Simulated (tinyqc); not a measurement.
Pair of shallow donors (hydrogen-like orbitals): one step. One electron on two donors. Two cases, with inputs chosen for the exercise.

Question. Give both levels, the splitting D = |E(-) - E(+)| and the tunnelling frequency D/(2 pi hbar).

Each donor has the orbital exp(-r/a); energy unit Ha* = q/(eps a), q = e^2/(4 pi eps0), so that a lone donor is bound by Ha*/2; x = R/a. One electron: S = (1 + x + x^2/3) exp(-x), j = 1/x - (1 + 1/x) exp(-2x), k = (1 + x) exp(-x); levels E(+/-) = -1/2 - (j +/- k)/(1 +/- S) in Ha*, without the repulsion of the ions, split by D = |E(-) - E(+)|.

Constants: hbar = 6.58211957e-16 eV s.

Case 1.

Ha* = 12.07487 meV
x = 3.887114

Case 2.

Ha* = 10.74761 meV
x = 7.812808

Give: E(+), E(-); D; frequency.

Answer.

Case 1.

E(+), E(-) (meV): -9.619  -8.410

D = 1.208 meV
frequency = 292.2 GHz

The second ion deepens the mean level by 2.98 meV, against Ha*/x = 3.11 meV for a point charge.

Case 2.

E(+), E(-) (meV): -6.771  -6.727

D = 0.04418 meV
frequency = 10.68 GHz

The second ion deepens the mean level by 1.38 meV, against Ha*/x = 1.38 meV for a point charge.

Computed by tinyqc, one run a case: `OMP_NUM_THREADS=1 python tinyqc.py N N+1 out.jsonl` with N = 1252021, 1280828; one thread of a shared Intel(R) Xeon(R) Processor @ 2.30GHz, about 0.01 s a run at most.
